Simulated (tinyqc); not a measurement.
From peak temperature back to incident fluence: millisecond and nanosecond annealing: surface heating, thermal budget and solid-phase regrowth. Computed by tinyqc, a small Python program. Command: `OMP_NUM_THREADS=1 python tinyqc.py 3013201 3013202 out.jsonl flash inv`. One thread of a shared host (Intel(R) Xeon(R) Processor @ 2.30GHz), about 0.05 s of CPU time with the checks.

A square pulse heats the surface of a thick wafer with constant thermal properties; losses by radiation are neglected and silicon melts at 1414 C.

Inputs (values chosen for the exercise, modelled on hot silicon with arsenic):

| quantity | value | unit |
|---|---|---|
| pulse length t_p | 0.00024 | s |
| reflectance R | 0.35 | - |
| thermal conductivity k | 0.28 | W/(cm K) |
| heat capacity per volume c | 2.29 | J/(cm^3 K) |
| preheat temperature T0 | 700 | C |

Source: scanned laser.

Method. Absorbed flux q = (1 - R) fluence/t_p; kappa = k/c. With f(z, t) = (2 q/k) sqrt(kappa t) ierfc(z/(2 sqrt(kappa t))), ierfc(x) = exp(-x^2)/sqrt(pi) - x erfc(x): T = T0 + f(z, t) during the pulse and T0 + f(z, t) - f(z, t - t_p) after it. At the surface the rise at the end of the pulse is 2 q sqrt(t_p/(pi k c)); the fluence that just melts the surface scales with (1414 - T0).

Task: A run gave the result below. Find the incident fluence, known to lie between 4.9 and 12 J/cm^2.

peak temperature = 1112.274 C

Result:

Each step takes the trial c = (a f_b - b f_a)/(f_b - f_a), f being the result less the target and a, b, c the logarithms of the listed values; c replaces end b, the old b replaces a if the sign of f changed, and otherwise f_a is halved.

Scan of the range:

| incident fluence (J/cm^2) | peak temperature (C) |
|---|---|
| 4.90 | 989.71 |
| 5.69 | 1036.42 |
| 6.60 | 1090.22 |
| 7.67 | 1153.48 |
| 8.90 | 1226.21 |
| 10.30 | 1308.98 |
| 12.00 | 1409.49 |

False position (Illinois rule, in the logarithm of the input) inside the bracket:

| step | end a | end b | trial | peak temperature (C) |
|---|---|---|---|---|
| 1 | 6.60000 | 7.67000 | 6.95490 | 1111.20 |
| 2 | 7.67000 | 6.95490 | 6.97215 | 1112.22 |
| 3 | 7.67000 | 6.97215 | 6.97377 | 1112.32 |
| 4 | 6.97215 | 6.97377 | 6.97300 | 1112.27 |
| 5 | 6.97377 | 6.97300 | 6.97300 | 1112.27 |

Peak temperature rises at every point of a 13-point scan of the range (every second point is shown), so one value fits; it is bracketed by 6.60 and 7.67. The scan shows a straight line, so linear interpolation between any two rows gives the answer at once. Answer: incident fluence = 6.973 J/cm^2.
